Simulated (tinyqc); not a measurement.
Where a fixed hold relaxes most: thermal stress and diffusional relaxation in a metal film: Coble and Nabarro-Herring creep, cooling and holds. Computed by tinyqc, a small Python program. Command: `OMP_NUM_THREADS=1 python tinyqc.py 3003952 3003953 out.jsonl creep walk`. One thread of a shared host (Intel(R) Xeon(R) Processor @ 2.30GHz), about 0.01 s of CPU time with the checks.

A thin film on a rigid substrate is stress-free at T0. Tension is positive and the film creeps linearly: d sigma/dt = -M (mismatch) dT/dt - sigma/tau.

Inputs (values chosen for the exercise, modelled on copper films on silicon):

| quantity | value | unit |
|---|---|---|
| biaxial modulus M | 183 | GPa |
| expansion mismatch | 13.8 | 1e-6/K |
| atomic volume Omega | 11.8 | angstrom^3 |
| lattice prefactor D0 | 1.4e-05 | m^2/s |
| lattice energy E | 2.01 | eV |
| boundary prefactor (delta D_b)0 | 6.7e-15 | m^3/s |
| boundary energy E_b | 1.11 | eV |
| grain size d | 0.65 | um |
| stress-free temperature T0 | 300 | C |
| hold temperature T | 180 | C |
| hold time t | 0.36 | h |
| yield stress | 230 | MPa |

Constants: k_B = 1.380649e-23 J/K; k_B = 8.617333262e-05 eV/K.

Method:
- Thermoelastic slope = M x mismatch; sigma_0 = slope x (T0 - T).
- Creep rate per stress: Nabarro-Herring 14 D Omega/(k_B T d^2), Coble (14 pi) delta D_b Omega/(k_B T d^3), with D = D0 exp(-E/(k_B T)), delta D_b = (delta D_b)0 exp(-E_b/(k_B T)); 1/tau = M x (sum of both)/2 (biaxial strain rate is half the uniaxial one).
- Temperatures in kelvin are T(C) + 273.15.
- For each hold temperature: sigma_0 = slope (T0 - T), relaxed stress sigma_0 (1 - exp(-t/tau)), initial rate sigma_0/tau. In confined lines the relaxed part appears as void volume.

thermoelastic slope = 2.5254 MPa/K

Holds:

| T (C) | sigma_0 (MPa) | tau (h) | relaxed (MPa) | initial rate (MPa/h) |
|---|---|---|---|---|
| 25 | 694.485 | 5.7172e+06 | 4.3730e-05 | 1.2147e-04 |
| 50 | 631.350 | 2.1907e+05 | 1.0375e-03 | 2.8819e-03 |
| 75 | 568.215 | 1.3485e+04 | 1.5169e-02 | 4.2136e-02 |
| 100 | 505.080 | 1.2119e+03 | 1.5002e-01 | 4.1678e-01 |
| 125 | 441.945 | 1.4801e+02 | 1.0737e+00 | 2.9860e+00 |
| 150 | 378.810 | 2.3261e+01 | 5.8176e+00 | 1.6285e+01 |
| 175 | 315.675 | 4.5088e+00 | 2.4225e+01 | 7.0013e+01 |
| 200 | 252.540 | 1.0425e+00 | 7.3744e+01 | 2.4224e+02 |
| 225 | 189.405 | 2.7995e-01 | 1.3706e+02 | 6.7656e+02 |
| 250 | 126.270 | 8.5448e-02 | 1.2440e+02 | 1.4777e+03 |
| 275 | 63.135 | 2.9126e-02 | 6.3135e+01 | 2.1677e+03 |

What follows from these numbers?

The relaxed stress peaks at 225 C among these rows: colder holds have more stress but slower diffusion, hotter ones faster diffusion but less stress. The initial rate peaks about k_B T^2/E_b = 26 K below T0 when boundaries dominate; its largest row is 275 C. Caution: the elastic stress exceeds the yield stress, so dislocation glide would cap it first. Caution: dislocation glide would cap stresses above the yield stress; capping layers can block the surface and boundary paths, and threshold stresses are ignored.

Extremes, crossings and ranges named in words are read from the listed rows.
